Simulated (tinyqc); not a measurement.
Against the doping: band-to-band tunnelling and avalanche in a reverse-biased abrupt junction. Computed by tinyqc, a small Python program. Command: `OMP_NUM_THREADS=1 python tinyqc.py 3026618 3026619 out.jsonl zener walk`. One thread of a shared host (Intel(R) Xeon(R) Processor @ 2.30GHz), about 0.01 s of CPU time with the checks.

Direct Kane tunnelling in the local field (for indirect gaps the mass is an effective fit) and one ionisation coefficient for both carriers. N is the doping of the light side, or N_A N_D/(N_A + N_D) for the symmetric junction; the built-in voltage is taken as E_g/e.

Inputs (values chosen for the exercise, modelled on In0.53Ga0.47As):
```
quantity                                               value    unit
band gap at 300 K, E_g                                  0.77      eV
gap narrowing with temperature, -dE_g/dT                0.36   meV/K
reduced tunnelling mass m_r                            0.022     m_0
permittivity eps                                        13.9       -
ionisation prefactor a                               5.5e+06    1/cm
ionisation field at 300 K, b                        1.54e+06    V/cm
relative rise of b with temperature                      4.4  1e-4/K
effective doping N                                     6e+17  1/cm^3
current density that defines tunnel breakdown, J_0         1  A/cm^2
temperature T                                            250       K
```

Junction: one-sided.

Constants: eps_0 = 8.8541878128e-12 F/m; e = 1.602176634e-19 C; m_0 = 9.1093837015e-31 kg; hbar = 1.054571817e-34 J s.

Method:
- E_g(T) = E_g - (T - 300 K)(-dE_g/dT); b(T) = b [1 + (rise)(T - 300 K)]; w = sqrt(2 eps eps_0 (V_R + E_g/e)/(e N)); F_m = 2 (V_R + E_g/e)/w; the field falls linearly from F_m to 0 across w.
- Kane: G(F) = A F^2 exp(-B/F), A = e^2 sqrt(m_r)/(18 pi hbar^2 sqrt(E_g)), B = pi sqrt(m_r) E_g^(3/2)/(2 e hbar), SI units; J = e int G dx x V_R/(V_R + E_g/e), the last factor making J vanish at zero bias; int G dx = (w/F_m) int_0^F_m G dF by 64 Gauss-Legendre points.
- Avalanche: I = (w/F_m) int_0^F_m a exp(-b/F) dF by 64 Gauss-Legendre points, M = 1/(1 - I), breakdown at I = 1.
- V_Z solves J = J_0 and V_A solves I = 1; the lower one is the breakdown voltage; temperature coefficients by a central difference of +/- 10 K.

Breakdown:
```
N (1/cm^3)     V_Z (V)  V_A (V)  F_m at breakdown (MV/cm)       first
1.20e+16    3.6700e+01   27.784                   0.29878   avalanche
3.00e+16    1.5640e+01   14.396                   0.34438   avalanche
7.20e+16    6.7326e+00    7.773                   0.37547  tunnelling
1.80e+17    2.5777e+00    4.102                   0.39716  tunnelling
3.60e+17    1.0839e+00    2.518                   0.41887  tunnelling
6.00e+17    4.6474e-01    1.742                   0.44238  tunnelling
1.20e+18    5.6101e-02    1.032                   0.51354  tunnelling
```

What does the comparison show, and why?

The mechanism changes between 3.00e16 and 7.20e16 per cm^3. Across the table V_Z + E_g/e scales as N^-0.82 and V_A as N^-0.72: tunnelling needs a nearly fixed field, while avalanche in a thinner layer needs a higher one. Rows with V_Z below E_g/e understate it, since the local Kane formula overestimates the current there. Rows with V_A below about 5 E_g/e understate it, since the local law ignores the distance a carrier needs to reach the ionisation energy.

Extremes, crossings and ranges named in words are read from the listed rows.
